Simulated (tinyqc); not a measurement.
Formation energy of a charged point defect from supercell energies. From lowest formation energy back to growth condition x. Computed by tinyqc, a small Python program. Command: `OMP_NUM_THREADS=1 python tinyqc.py 3014325 3014326 out.jsonl formation inv`. One thread of a shared host (Intel(R) Xeon(R) Processor @ 2.30GHz), about 0.02 s of CPU time with the checks.

The host is a compound AB. Making the defect adds n_A = 1, n_B = 0 atoms to the cell. All total energies are inputs. E_F is counted from the valence-band maximum (VBM); x = 0 is A-rich and x = 1 B-rich growth.

Inputs (values chosen for the exercise, with gap and screening modelled on 4H-SiC):
```
quantity,value,unit
gap E_g,3.23,eV
E_VBM of the host cell,3.763,eV
potential alignment dV,0.12,eV
dielectric constant eps,9.72,-
cell length L,15.1,angstrom
mu_A of the pure element,-3.6,eV
formation enthalpy dH of AB,-2.26,eV
Fermi level E_F,2.86,eV
temperature T,800,K
site density N_s,4.1e+22,cm^-3
```

Defect: A interstitial. Supercell lattice: fcc.

charge states q: [0, -1, -2, -3]

E(defect, q) - E(host), in the order of q (eV): [-2.783, 2.966, 9.356, 14.96]

Constants: e^2/(4 pi eps_0) = 14.39964548 eV angstrom; k_B = 8.617333262e-05 eV/K.

Method:
- dmu_A = x dH and dmu_B = (1 - x) dH, so that dmu_A + dmu_B = dH; mu = mu(element) + dmu.
- The reservoir term is sum n_i mu_i.
- Image-charge correction of a point charge in a neutralising background: E_corr = q^2 alpha e^2/(4 pi eps_0) / (2 eps L), alpha = 2.888282 for a fcc array with L the cube root of the volume.
- E_f(q, E_F) = [E(defect, q) - E(host)] - sum n_i mu_i + q (E_VBM + dV + E_F) + E_corr(q).
- E_f(q, E_F) = E_f(q, 0) + q E_F.
- c_q = N_s exp(-E_f(q, E_F)/k_B T), with all degeneracy factors one and no vibrational entropy.

Problem. A run gave the result below. Find the growth condition x, known to lie between 0.34 and 0.86.

lowest formation energy = 0.8157003 eV

Solution.

Each step takes the trial c = (a f_b - b f_a)/(f_b - f_a), f being the result less the target and a, b, c the logarithms of the listed values; c replaces end b, the old b replaces a if the sign of f changed, and otherwise f_a is halved.

Scan of the range:
```
growth condition x,lowest formation energy (eV)
0.340,0.37455
0.397,0.50337
0.463,0.65253
0.541,0.82881
0.631,1.03221
0.737,1.27177
0.860,1.54975
```

False position (Illinois rule, in the logarithm of the input) inside the bracket:
```
step,end a,end b,trial,lowest formation energy (eV)
1,0.463000,0.541000,0.534773,0.814735
2,0.541000,0.534773,0.535198,0.815695
3,0.541000,0.535198,0.535202,0.815705
4,0.535198,0.535202,0.535200,0.815700
```

Lowest formation energy rises at every point of a 13-point scan of the range (every second point is shown), so one value fits; it is bracketed by 0.463 and 0.541. The scan shows a straight line, so linear interpolation between any two rows gives the answer at once. Answer: growth condition x = 0.5352.

Caution: the largest image-charge correction in these energies, q^2 alpha e^2/(8 pi eps_0 eps L) with alpha = 2.888282, exceeds a quarter of the gap; the point-charge term alone is then a rough estimate, usually too large for a charge that is spread out.
